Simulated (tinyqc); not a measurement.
Inside a calculation. Method: lattice vibrations of a chain. Computed by tinyqc, a small Python program that keeps every step. Command: `OMP_NUM_THREADS=1 python tinyqc.py 26094 26095 out.jsonl` (the two numbers bound the seeds that draw the settings). One thread of a shared host (Intel(R) Xeon(R) Processor @ 2.60GHz), about 0.01 s of CPU time with the checks.

## Dynamical matrix at q = 0.29

A chain moving along its axis:
```
atom,mass (u),spring to the next atom (eV/angstrom^2)
1,74.700000,8.800000
2,63.800000,14.600000
3,63.400000,18.400000
```

q is in units of 2 pi/a. A spring k from atom i to atom j, n cells on, adds k to Phi_ii and Phi_jj, -k exp(2 pi i q n) to Phi_ij and the conjugate to Phi_ji (for one atom a cell: 2k (1 - cos 2 pi q n)); D_ij = Phi_ij / sqrt(m_i m_j).

D(q) (eV/(angstrom^2 u)):
```
,1,2,3
1,0.364123,-0.127471,0.066492+0.258970i
2,-0.127471,0.366771,-0.229561
3,0.066492-0.258970i,-0.229561,0.520505
```

## Frequencies

omega^2 are the eigenvalues; wavenumber = 521.4708 sqrt(eigenvalue) 1/cm.

eigenvalues: 0.066219  0.355747  0.829433

wavenumbers (1/cm): 134.2  311.0  474.9

weights |e|^2 of the mass-weighted modes:
```
,mode 1,mode 2,mode 3
atom 1,0.379407,0.371007,0.249585
atom 2,0.288936,0.511186,0.199878
atom 3,0.331657,0.117806,0.550537
```

## Dispersion and heat capacity

C/k_B per atom = mean over q = (j + 1/2)/80, j = 0..39 and all branches of y^2 e^y/(e^y - 1)^2, y = hc wavenumber / k_B T.

Wavenumbers (1/cm):
```
q,branch 1,branch 2,branch 3
0.000000,0.000000,365.670449,454.511115
0.062500,29.606310,362.342099,456.209273
0.125000,59.028831,353.113675,460.566565
0.187500,88.068686,339.500623,466.131382
0.250000,116.484961,322.830860,471.706181
0.312500,143.925735,304.112717,476.545978
0.375000,169.698794,284.395410,480.225781
0.437500,191.770428,265.898705,482.511360
0.500000,202.425132,256.426896,483.285158
```

Heat capacity:
```
T (K),C/k_B per atom
20,0.064667
50,0.166423
100,0.353714
200,0.669220
300,0.820119
600,0.948304
1200,0.986583
```

zero-point energy per atom = 18.619206 meV
